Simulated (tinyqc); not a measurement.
Worked calculation: coupled-perturbed Hartree-Fock on RHF in the sto-6g basis, for H3+, spin multiplicity 1. One step of it, computed by the program tinyqc.

Problem. Coupled step 2. U_ai = -(mu_ai + sum_bj [4 (ai|bj) - (ab|ij) - (aj|bi)] U_bj) / (e_a - e_i); alpha = -4 sum U_ai mu_ai.

U after step 1:
```
           i1
a2  -1.119550
a3   0.833719
```

dipole integrals <a|z|i> (bohr):
```
           i1
a2   0.859679
a3  -0.640419
```

orbital energies (hartree): MO1 -0.986143, MO2 -0.139757, MO3 -0.139450

Two-electron integrals over orbitals (pq|rs), unique and non-zero (hartree):
```
(11|11) 0.537530    (21|11) -0.000050   (21|21) 0.146969    (22|11) 0.527439
(22|21) 0.097679    (22|22) 0.619761    (31|11) 0.000018    (31|22) -0.035756
(31|31) 0.146976    (32|21) -0.035771   (32|22) -0.000021   (32|31) -0.097652
(32|32) 0.081526    (33|11) 0.527506    (33|21) -0.097695   (33|22) 0.456619
(33|31) 0.035761    (33|32) 0.000021    (33|33) 0.619780
```

Give: U after step 2; polarisability.

Solution.

U after step 2:
```
         i1
a2  -1.1302
a3   0.8416
```

polarisability = 6.0423 bohr^3
